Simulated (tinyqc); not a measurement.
Comparisons within one model: trap in a gate oxide as a short-range spherical well. A value that a table varies takes the place of the one given here.

A spherical well of radius R and depth V0 below the conduction edge, one mass m, c = hbar^2/2m0. The s level at binding Et solves k cot(k R) = -kappa with k = sqrt(m (V0 - Et)/c), kappa = sqrt(m Et/c); it exists for V0 > Vc = c (pi/2R)^2/m. Outside, psi falls as exp(-kappa r)/r.

Lucovsky model (delta well, plane-wave final states, no local-field factor): sigma = (32 pi alpha c/(3 n_r m Et)) (x - 1)^(3/2)/x^3, x = h nu/Et, c = hbar^2/2m0; 1 angstrom^2 = 1e-16 cm^2.

Energies from the conduction edge of the channel. The trap level at depth x is E_T = dEc - Et - e Fox x (1 MV/cm = 0.01 eV/angstrom). An electron at the channel edge tunnels with the WKB exponent S = (4/3) sqrt(m/c) [dEc^(3/2) - (dEc - e Fox x)^(3/2)]/(e Fox), c = hbar^2/2m0; tau = t0 exp(S); the occupation is f = 1/(1 + exp((E_T - EF)/kB T)), tau_c = tau/f and tau_e = tau/(1 - f). Lattice relaxation is left out; a level below the channel edge needs phonons as well, so tau is then a lower bound, while a level above it can also empty elastically at its own energy, through a thinner barrier, faster than this tau.

Constants: hbar^2/2m0 = 3.80998211 eV angstrom^2; fine-structure constant alpha = 0.007297352564; kB = 8.617333262e-05 eV/K.

Values chosen for the exercise (near those of HfO2 on Si; the results hold for these values, not for the real material):

| symbol | value | unit | meaning |
|---|---|---|---|
| R | 2.7 | angstrom | radius of the well |
| m | 0.21 | m0 | mass |
| fV | (1.05, 1.13, 1.24, 1.46, 2.08, 3.73, 5.43) |  | V0/Vc |
| n_r | 1.86 |  | refractive index |
| xs | (1.09, 1.2, 1.42, 1.8, 2.18, 3.24, 3.89, 6.16) |  | photon energies h nu/Et |
| dEc | 1.44 | eV | conduction offset to the channel |
| Fox | 3.3 | MV/cm | oxide field, lowering levels away from the channel |
| t0 | 13 | x 1e-11 s | time constant at the interface |
| T | 300 | K | temperature |
| EF | 0.08 | eV | Fermi level above the channel edge |
| ds | (2, 5, 8, 11, 14, 17, 20) | angstrom | depths |
| V0 | 10.62 | eV | depth of the well |
| x | 14 | angstrom | depth of the trap |

## From threshold to a deep level

Et against the depth at fixed R; near threshold Et = (pi^2/16)(V0 - Vc)^2/Vc.

Results:

| V0/Vc | V0 (eV) | Et (eV) | threshold form (eV) | 1/kappa (angstrom) | share outside |
|---|---|---|---|---|---|
| 1.05 | 6.448 | 0.009136 | 0.009470 | 44.6 | 0.942 |
| 1.13 | 6.939 | 0.05848 | 0.06402 | 17.6 | 0.860 |
| 1.24 | 7.614 | 0.1859 | 0.2182 | 9.9 | 0.766 |
| 1.46 | 8.965 | 0.6028 | 0.8015 | 5.5 | 0.625 |
| 2.08 | 12.773 | 2.513 | 4.418 | 2.7 | 0.401 |
| 3.73 | 22.905 | 9.883 | 28.23 | 1.4 | 0.190 |
| 5.43 | 33.344 | 18.78 | 74.34 | 1.0 | 0.117 |

How do the results move?

The threshold form holds to 10 % up to V0/Vc = 1.13 of those listed. There the state is mostly outside the well (94 % in the first row) and knows only Et, which is why a delta-well model works; more than half is inside from V0/Vc = 2.08 on. A second s level would need V0/Vc > 9. From V0/Vc = 3.73 on Et exceeds the gap of the host, about 5.8 eV, so those rows only show the model.

## Neutral against charged centre

Et = 1.32812 eV

Lucovsky cross-section, its shape relative to the peak, and the shape of a hydrogen-like centre relative to threshold: x^-4 exp(4 - 4 atan(e)/e)/(1 - exp(-2 pi/e)), e = sqrt(x - 1).

Results:

| x | h nu (eV) | sigma (1e-18 cm^2) | relative to peak | hydrogen-like |
|---|---|---|---|---|
| 1.09 | 1.448 | 3.74 | 0.167 | 0.794 |
| 1.20 | 1.594 | 9.30 | 0.414 | 0.612 |
| 1.42 | 1.886 | 17.1 | 0.760 | 0.386 |
| 1.80 | 2.391 | 22.0 | 0.982 | 0.199 |
| 2.18 | 2.895 | 22.2 | 0.990 | 0.116 |
| 3.24 | 4.303 | 17.7 | 0.789 | 0.036 |
| 3.89 | 5.166 | 15.0 | 0.668 | 0.021 |
| 6.16 | 8.181 | 9.01 | 0.401 | 0.005 |

What does this show?

The short-range centre starts from zero, reaches half its peak at x = 1.24 and peaks at x = 2; in the last row it still has 40 % of the peak. The Coulomb centre is largest at threshold and is down to 0.5 % there. Reading the peak as the threshold would misplace the level by a factor 2, here 1.33 eV. Rows above the gap, about 5.8 eV, are hidden by band-to-band absorption.

## Depth of the trap

Each depth has its own level and time; the corner frequency is 1/(2 pi tau).

Results:

| x (angstrom) | E_T (eV) | S | tau (s) | corner (Hz) | f |
|---|---|---|---|---|---|
| 2 | 0.046 | 1.11 | 4.0e-10 | 4.0e+08 | 0.789 |
| 5 | -0.053 | 2.73 | 2.0e-09 | 7.9e+07 | 0.994 |
| 8 | -0.152 | 4.29 | 9.5e-09 | 1.7e+07 | 1.000 |
| 11 | -0.251 | 5.79 | 4.2e-08 | 3.7e+06 | 1.000 |
| 14 | -0.350 | 7.22 | 1.8e-07 | 9.0e+05 | 1.000 |
| 17 | -0.449 | 8.57 | 6.9e-07 | 2.3e+05 | 1.000 |
| 20 | -0.548 | 9.86 | 2.5e-06 | 6.4e+04 | 1.000 |

What does this show?

tau spans 3.8 decades, one decade for each 4.26 angstrom at the start and 5.39 at the end, where the field has thinned the barrier. Traps spread evenly in depth are thus spread nearly evenly in ln tau; if levels near EF exist at every depth, this sums to 1/f noise and to charging that grows as ln t. With the single Et of this table only depths where f is neither 0 nor 1 contribute. The level stays below EF at all these depths.

## What each parameter does

Et from the well, then the level and the time. Each row changes one parameter from the base and keeps the others.

Results:

| case | Et (eV) | E_T (eV) | log10 tau (s) | ln(tau_c/tau_e) |
|---|---|---|---|---|
| base | 1.328 | -0.350 | -6.75 | -16.6 |
| x = 16 angstrom | 1.328 | -0.416 | -6.36 | -19.2 |
| Fox = 4.3 MV/cm | 1.328 | -0.490 | -6.85 | -22.1 |
| dEc = 1.32 eV | 1.328 | -0.470 | -6.91 | -21.3 |
| m = 0.231 m0 | 1.713 | -0.735 | -6.60 | -31.5 |
| V0 = 11.15 eV | 1.598 | -0.620 | -6.75 | -27.1 |
| T = 350 K | 1.328 | -0.350 | -6.75 | -14.3 |
| EF = 0.13 eV | 1.328 | -0.350 | -6.75 | -18.6 |

How do the results move?

The largest shifts from the base row, up to three for each result and ties (the steps differ in size, so this ranks the rows, not the parameters). Et (eV): m +0.385, V0 +0.270; unchanged at the printed digits by x, Fox, dEc, T and EF. E_T (eV): m -0.385, V0 -0.270, Fox -0.140; unchanged at the printed digits by T and EF. log10 tau (s): x +0.40, dEc -0.16, m +0.15; unchanged at the printed digits by V0, T and EF. ln(tau_c/tau_e): m -14.9, V0 -10.4, Fox -5.4.

tinyqc: `OMP_NUM_THREADS=1 python tinyqc.py 1250529 1250530 out.jsonl`; about 0.01 s, one thread, shared Intel(R) Xeon(R) Processor @ 2.30GHz.
